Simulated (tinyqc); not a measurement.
# Band bending at a free surface with one surface level, surface photovoltage and Kelvin probe: effects of single changes

n-type bulk, xi = Ec - EF = Vt ln(Nc/Nd), p0 = ni^2/Nd, ni = sqrt(Nc Nv) exp(-Eg/(2 Vt)), Eg in volts. b is the upward band bending, u = b/Vt. Space charge per area, in units of q: Qc = sign(b) sqrt((2 eps0 eps_r Vt/q) [(Nd + dn)(exp(-u) - 1) + Nd u + (p0 + dn)(exp(u) - 1)]), with dn the excess density under light (flat quasi-Fermi levels; 0 in the dark). The level holds -Ns f, f = 1/(1 + exp((xi + b - Es)/Vt)). Neutrality: Qc + Qf + (charge of the states) = 0.

Inputs (values chosen for the exercise); band and dielectric values close to those of germanium: temperature T = 300 K; band gap Eg = 0.652 eV; relative permittivity eps_r = 15.9; conduction-band density of states at T Nc = 1.03e19 cm^-3; valence-band density of states at T Nv = 6e18 cm^-3; electron affinity chi = 3.95 eV; donor density Nd = 5.3e17 cm^-3; fixed positive charge at the surface Qf = 0 cm^-2; work function of the probe tip pt = 4.98 eV; density of an acceptor-like surface level Ns = 1.9e12 cm^-2; its depth below the conduction edge Es = 0.29 eV.

Constants: q = 1.602176634e-19 C, kB = 1.380649e-23 J/K, Vt = kB T/q, eps0 = 8.8541878128e-14 F/cm where lengths are in cm. Results are converted to the units shown.

Each table varies one quantity; the others keep the values above.

## Kelvin-probe contrast of the doping

Work function chi + xi + b; contact potential difference CPD = (work function of the sample) - pt. b solves the neutrality condition in the dark.

Results:
```
Nd (cm^-3)	xi (eV)	b (V)	CPD (mV)
1.3e16	0.1726	0.1751	-682.4
2.7e16	0.1537	0.1825	-693.8
5.4e16	0.1357	0.1890	-705.3
2.2e17	0.09943	0.1979	-732.6
4.4e17	0.08151	0.1973	-751.1
8.8e17	0.06360	0.1858	-780.6
```

Estimate the missing row, Nd = 1.1e17 cm^-3.

Computed row:
```
Nd (cm^-3)	xi (eV)	b (V)	CPD (mV)
1.1e17	0.1174	0.1945	-718.2
```

With this row back in the table: xi falls by 109 mV over the table and the CPD by 98.2 mV; b goes from 0.175 through a maximum of 0.198 (at Nd = 2.2e17 cm^-3 among the rows listed) to 0.186 V. Between the first two rows the CPD follows 60.5 % of the change of xi, and between the last two 164 %. It is below 100 % where b rises with the doping (pinning hides it). It exceeds 100 % where b falls as the doping rises.

## Pinning by the surface states

Same model as above.

Result of one run:
```
Ns (cm^-2)	b (V)	xi + b (eV)	Qc (cm^-2)
1.4e12	0.1718	0.2485	1.166e12
```

What becomes of these results when the density of an acceptor-like surface level Ns is changed from 1.4e12 to 2.4e10 cm^-2, all else the same?

Result of the changed run:
```
Ns (cm^-2)	b (V)	xi + b (eV)	Qc (cm^-2)
2.4e10	0.001808	0.07851	2.399e10
```

The whole series:
```
Ns (cm^-2)	b (V)	xi + b (eV)	Qc (cm^-2)
2.4e10	0.001808	0.07851	2.399e10
6.7e10	0.005156	0.08186	6.698e10
1.8e11	0.01467	0.09137	1.799e11
5.1e11	0.04993	0.1266	5.091e11
1.4e12	0.1718	0.2485	1.166e12
3.9e12	0.2290	0.3057	1.376e12
1.1e13	0.2614	0.3381	1.481e12
2.9e13	0.2874	0.3641	1.561e12
8.1e13	0.3136	0.3903	1.637e12
```

b rises from 0.00181 to 0.314 V. The level is over 95 % full (Qc near Ns - Qf) in the 4 rows with xi + b more than 3 Vt short of Es = 0.29 eV. Beyond that it empties, and between the last two rows b gains only 58.8 mV a decade.

## Photovoltage against injection

Same model as above.

Under chopped light the surface charge keeps its dark value, so b falls to bL with Qc(bL, dn) = Qc(b, 0); the photovoltage is b - bL.

Photovoltage against injection:
```
dn (cm^-3)	bL (V)	photovoltage (mV)	share of b removed (%)
7e8	0.19588	6.6632e-5	3.4017e-5
6.6e9	0.19588	6.2823e-4	3.2073e-4
6.3e10	0.19587	0.0059955	0.0030609
6e11	0.19582	0.056988	0.029094
5.7e12	0.19535	0.53153	0.27136
5.5e13	0.19146	4.4132	2.2530
5.2e14	0.17436	21.514	10.983
5e15	0.14045	55.423	28.295
4.7e16	0.098061	97.816	49.938
4.5e17	0.054341	141.54	72.258
4.3e18	0.022097	173.78	88.719
```

The photovoltage rises from 6.66e-5 to 174 mV, towards the full b = 196 mV. Its steepest rise is 44.6 mV a decade (Vt ln 10 = 59.5 mV), and it reaches 88.7 % of b in the last row: even strong light does not flatten the bands fully, so a saturation reading understates b. For dn = 4.3e18 the injection is high, and a Dember voltage, left out here, adds to the signal.

Numbers from tinyqc (`OMP_NUM_THREADS=1 python tinyqc.py 2430085 2430086 out.jsonl`; about 0.01 s on one thread of a shared Intel Xeon 2.30GHz).
